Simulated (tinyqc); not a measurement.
Worked calculation: plane-wave Kohn-Sham cycle with exchange-only LDA in a layered model solid. One step of it, computed by the program tinyqc.

Question. Iteration 1: Hamiltonian at one k. H(m,m') = (k + G_m)^2/2 delta + V(G_m - G_m'), with V(-G) = V(G).

A solid whose potential varies along x alone (atomic units):
```
parameter                      value
period a                    6.000000
cross-section of the cell  13.000000
electrons per cell                 4
grid points                       16
plane waves -n..n, n               3
k points                           1
V1 in V1 cos(2 pi x/a)     -0.370000
V2 in V2 cos(4 pi x/a)      0.010000
```

V(G_m), m = 0, 1, 2, ... (hartree): -0.365858  -0.185000  0.005000  0.000000  0.000000  0.000000  0.000000

k = 0.000000 2 pi / a

Give: H.

Answer.

H (hartree), lower triangle:
```
         -3       -2       -1       +0       +1       +2      +3
-3   4.5689
-2  -0.1850   1.8274
-1   0.0050  -0.1850   0.1825
+0   0.0000   0.0050  -0.1850  -0.3659
+1   0.0000   0.0000   0.0050  -0.1850   0.1825
+2   0.0000   0.0000   0.0000   0.0050  -0.1850   1.8274
+3   0.0000   0.0000   0.0000   0.0000   0.0050  -0.1850  4.5689
```
